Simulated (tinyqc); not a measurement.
# On-chip interconnect, size-dependent resistivity and RC delay: effects of single changes

A rectangular line between two neighbours and two ground planes. Surface and grain-boundary scattering are added to the bulk resistivity as corrections; capacitances are parallel-plate values without fringing; inductance is ignored.

Inputs (values chosen for the exercise); metal values close to those of cobalt:
- rho0 = 6.05 uohm cm (bulk resistivity)
- lam = 11.5 nm (bulk mean free path)
- ps = 0 (specular share of surface scattering)
- Rg = 0.52 (reflection coefficient of grain boundaries)
- gr = 1 (grain size over the metal width)
- wd = 29 nm (drawn line width)
- AR = 1.7 (aspect ratio, height over width)
- tl = 0.7 nm (liner on both walls and the bottom, not conducting)
- sp = 35 nm (space to the neighbouring lines)
- hd = 34 nm (dielectric height to the planes above and below)
- ek = 3 (relative permittivity of the dielectric)
- Mf = 2 (Miller factor of the neighbours)
- Rd = 1100 ohm (driver resistance)
- Cl = 3.6 fF (load capacitance)
- rho2 = 7.57 uohm cm (bulk resistivity of the second metal (close to ruthenium))
- lam2 = 6.53 nm (mean free path of the second metal)
- tl2 = 0.1 nm (liner of the second metal)

Constants: eps0 = 8.8541878128e-12 F/m. Results are converted to the units shown.

Each table varies one quantity; the others keep the values above.

## Delay against the line length

Metal width x = wd - 2 tl, height y = AR wd - tl; grain boundaries (Mayadas-Shatzkes): al = (lam/(gr x)) Rg/(1 - Rg), g = 1/[1 - 3 al/2 + 3 al^2 - 3 al^3 ln(1 + 1/al)] - 1; surfaces (Fuchs-Sondheimer, thick limit): s = (3/8) lam (1 - ps)(1/x + 1/y); rho = rho0 (1 + g + s); r = rho/(x y); c = eps0 ek (2 wd/hd + 2 Mf AR wd/sp). Elmore delay tE = Rd (c Lw + Cl) + r Lw (c Lw/2 + Cl); t50 is the time at which the far end of a ladder of 30 pi sections (half capacitances at both ends, Cl at the far end, a step applied through Rd) reaches half the step; line share r Lw/(Rd + r Lw); estimate 0.69 Rd (c Lw + Cl) + 0.38 r c Lw^2 + 0.69 r Lw Cl.

The same in every row: rho (uohm cm) = 11.37; r (ohm/um) = 84.76; c (fF/um) = 0.1950.

Delay against the line length:
```
Lw (um)  tE (ps)  t50 (ps)  estimate (ps)  line share of the resistance (%)
1          4.488     3.113          3.097                             7.154
3          5.593     3.896          3.864                             18.78
7          8.002     5.633          5.550                             35.04
20         17.66     12.77          12.41                             60.65
50         50.60     37.53          36.36                             79.39
100        138.5     104.0          101.4                             88.51
400         1534      1161           1151                             96.86
1000        8786      6654           6641                             98.72
3000     7.593e4   5.751e4        5.760e4                             99.57
```

What does the comparison show?

As Lw goes from 1 to 3000, r stays at 84.8 ohm/um, c stays at 0.195 fF/um and t50 rises from 3.11 to 57500 ps. t50/tE lies between 0.694 and 0.757, and the estimate is within 3.1 % of t50. The delay goes as Lw^(0.20) for the shortest lines and Lw^(1.96) for the longest; the line resistance equals Rd at 13.0 um.

## Two metals against line width

Metal width x = wd - 2 tl, height y = AR wd - tl; grain boundaries (Mayadas-Shatzkes): al = (lam/(gr x)) Rg/(1 - Rg), g = 1/[1 - 3 al/2 + 3 al^2 - 3 al^3 ln(1 + 1/al)] - 1; surfaces (Fuchs-Sondheimer, thick limit): s = (3/8) lam (1 - ps)(1/x + 1/y); rho = rho0 (1 + g + s); r = rho/(x y). The second metal has rho2, lam2 and tl2 in place of rho0, lam and tl; ps, Rg, gr and AR are shared.

Two metals against line width:
```
wd (nm)  rho, first (uohm cm)  rho, second (uohm cm)  r, first (ohm/um)  r, second (ohm/um)  ratio second/first
5                      44.909                 28.889              15993              7165.0             0.44801
6.5                    33.725                 23.888             6389.1              3462.7             0.54197
8                      27.570                 20.800             3238.2              1975.3             0.61000
10                     22.669                 18.145             1617.1              1095.6             0.67747
13                     18.457                 15.708             743.51              557.81             0.75024
17                     15.339                 13.804             348.68              285.30             0.81823
22                     13.129                 12.399             173.66              152.48             0.87802
30                     11.187                 11.124             77.766              73.337             0.94306
45                     9.4510                 9.9515             28.597              29.075              1.0167
70                     8.2313                 9.1092             10.143              10.976              1.0821
120                    7.3236                 8.4730             3.0374              3.4687              1.1420
```

The resistivity of the first metal falls from 44.9 to 7.32 uohm cm and that of the second goes from 28.9 to 8.47 uohm cm as the line widens. The products rho0 lam, which set the size effect, are 69.6 and 49.4 uohm cm nm. The two resistances cross at wd = 40.8 nm: below it the second metal gives the lower line resistance. For widths well under the mean free path the thick-limit surface term is only a guide.

Computed by the program tinyqc: `OMP_NUM_THREADS=1 python tinyqc.py 2100105 2100106 out.jsonl`, one thread of a shared Intel Xeon 2.30GHz, about 0.01 s for the whole run.
